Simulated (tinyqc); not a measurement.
A longer run and its error bar: q-state Potts model on a small periodic square lattice: enumeration, Metropolis, heat-bath and Wolff steps. Computed by tinyqc, a small Python program. Command: `OMP_NUM_THREADS=1 python tinyqc.py 3112325 3112326 out.jsonl potts walk`. One thread of a shared host (Intel(R) Xeon(R) Processor @ 2.30GHz), about 0.07 s of CPU time with the checks.

E = -J x (number of nearest-neighbour bonds with equal states); n x n sites with periodic edges have 2 n^2 bonds. Order parameter m = (q f - 1)/(q - 1), f being the largest share of one state. Sites are numbered row by row from 0. Here q = 2 and n = 4.

Inputs (values chosen for the exercise, for a model of domains or grain orientations):
```
quantity             value  unit
number of states q       2     -
edge n                   4     -
coupling J              55   meV
temperature T          810     K
seed                431837     -
```

Update: Metropolis.

Constants: k_B = 8.617333262e-05 eV/K.

Method:
- K = J/(k_B T); the infinite square lattice orders at K_c = ln(1 + sqrt(q)); Wolff bond probability p = 1 - exp(-K).
- All q^(n^2) states are counted by their number b of equal bonds; weights g(b) exp(K b), K = J/(k_B T). Per site: u = -J <b>/n^2, c/k_B = K^2 (<b^2> - <b>^2)/n^2.
- ln Z = ln sum g(b) exp(K b); entropy per site s/k_B = (ln Z - K <b>)/n^2.
- After 400 updates are discarded, b is recorded for 4000 sweeps of n^2 steps of the update named (random numbers not printed, so these rows are one sample). Records are averaged in blocks; the error is the scatter of block means over sqrt(number of blocks), and the last column its square over that for single records.

start states:
```
   1  2  3  4
1  0  0  0  0
2  1  0  0  1
3  1  1  0  0
4  0  0  0  0
```

K = 0.787961

<b> = 26.7855

Blocking:
```
block length  mean b    error  variance ratio
1             26.603  0.07360          1.0000
4             26.603  0.11911          2.6189
16            26.603  0.15218          4.2750
40            26.603  0.17316          5.5354
100           26.603  0.16507          5.0301
```

The run gives 26.603 +/- 0.173 (blocks of 40) against the exact 26.786, a difference of 1.1 error bars. Single records understate the error by a factor of about 2.4, because successive records are correlated.

Extremes, crossings and ranges named in words are read from the listed rows.
